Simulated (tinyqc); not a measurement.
# Saturation velocity and mobility from two gate lengths

Question. Isat = Cox vsat Vg (x - 1)/(x + 1) per width, x = sqrt(1 + 2 mu Vg/(m vsat L)), with no series resistance and the same overdrive Vg and mu at both lengths. Find vsat and mu.

Parameters, values chosen for the exercise: gate capacitance Cox = 1.38 uF/cm^2; body factor m = 1.36.

Vg = 0.59 V
Isat at L = 0.25 and 1.2 um (uA/um): [121.16672, 33.468389]

Answer. The ratio of the currents depends on c = 2 mu Vg/(m vsat) alone and falls steadily from L2/L1 to 1 as c grows, so it fixes c; either current then gives vsat.

vsat = 8.600e6 cm/s
mu = 250.8 cm^2/(V s)

Numbers from tinyqc (`OMP_NUM_THREADS=1 python tinyqc.py 2500006 2500007 out.jsonl`; about 0.01 s on one thread of a shared Intel Xeon 2.30GHz).
